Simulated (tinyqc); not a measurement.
Two-junction solar cell, detailed-balance limit: two steps of the calculation.

The top cell takes all photons above E1, the bottom cell those between E2 and E1. Each cell follows J = Jsc - J0 (exp(V/Vt) - 1) with J0 = q ge Phi(gap, T)/ERE; light emitted by one cell and absorbed by the other is left out. In series both carry one current; wired apart (four terminals) each works at its own maximum power point. Efficiencies are counted against Pin = fs X sigma Ts^4.

Values chosen for this exercise:
- T = 298 K (cell temperature)
- Ts = 5778 K (temperature of the black-body sun)
- fs = 2.16e-5 (share of the hemisphere filled by the sun)
- X = 1 (concentration)
- ERE = 0.3 (external radiative efficiency)
- ge = 1 (number of faces that emit)
- E2 = 0.96 eV (gap of the bottom cell)
- E1 = 1.83 eV (gap of the top cell)

Constants: q = 1.602176634e-19 C, kB = 1.380649e-23 J/K, h = 6.62607015e-34 J s, c = 299792458 m/s, Vt = kB T/q. Results are converted to the units shown.

Problem 1. Photocurrents and dark currents. Photon flux above E from a black body at temperature T into a hemisphere: Phi(E, T) = A sum_k exp(-k E/th)[E^2 th/k + 2 E th^2/k^2 + 2 th^3/k^3], k = 1, 2, ..., with th = kB T/q in eV and A = 2 pi q^3/(h^3 c^2). J1 = q fs X Phi(E1, Ts), J2 = q fs X [Phi(E2, Ts) - Phi(E1, Ts)], J01 and J02 as above; sigma = 2 pi^5 kB^4/(15 h^3 c^2).

Wanted: J1; J2; J01; J02; Pin.

Solution 1.

J1 = 24.699 mA/cm^2
J2 = 37.078 mA/cm^2
J01 = 5.2504e-25 mA/cm^2
J02 = 7.6616e-11 mA/cm^2
Pin = 136.51 mW/cm^2

The top cell limits the series current; the other has 50 % more.

Problem 2. Maximum power, in series and apart. In series V(J) = Vt [ln((J1 - J)/J01 + 1) + ln((J2 - J)/J02 + 1)], and J V(J) is largest where V = J Vt [1/(J1 - J + J01) + 1/(J2 - J + J02)]. Apart, each cell has (1 + v) exp(v) = 1 + Jsc/J0 at its maximum power point, v = Vmp/Vt.

J1 = 24.699386 mA/cm^2
J2 = 37.077970 mA/cm^2
J01 = 5.2504388e-25 mA/cm^2
J02 = 7.6615928e-11 mA/cm^2
Pin = 136.51351 mW/cm^2

Wanted: series Jmp; series Vmp; series efficiency; top cell alone; bottom cell behind it.

Solution 2.

series Jmp = 24.39 mA/cm^2
series Vmp = 2.069 V
series efficiency = 36.96 %
top cell alone = 25.14 %
bottom cell behind it = 15.86 %

Wired apart the cells give 41.00 %; the series connection loses 4.0 points of that.

Computed by the program tinyqc: `OMP_NUM_THREADS=1 python tinyqc.py 2820005 2820006 out.jsonl`, one thread of a shared Intel Xeon 2.30GHz, about 0.01 s for the whole run.
